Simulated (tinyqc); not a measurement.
## Mobility and threshold from two currents

Inverse problem. In the linear region I = mu Cox (W/L) [(Vgs - VT) Vds - m Vds^2/2], Cox = eps0 eox/tox. Find mu and VT.

Values chosen for this exercise: relative permittivity of the gate insulator eox = 24.9; insulator thickness tox = 140 nm; gate width W = 2 um; gate length L = 2 um.

Constants: eps0 = 8.8541878128e-14 F/cm where lengths are in cm. Results are converted to the units shown.

I at Vgs = 2.48 and 2.98 V, Vds = 0.05 V (uA): [0.61463825, 1.4807676]
m = 1.6465205

Answer. The slope dI/dVgs is mu Cox (W/L) Vds; the line meets zero current at VT + m Vds/2.

mu = 220.0 cm^2/(V s)
VT = 2.084 V

Program tinyqc, `OMP_NUM_THREADS=1 python tinyqc.py 2360137 2360138 out.jsonl`; Intel Xeon 2.30GHz, shared host, one thread, about 0.05 s.
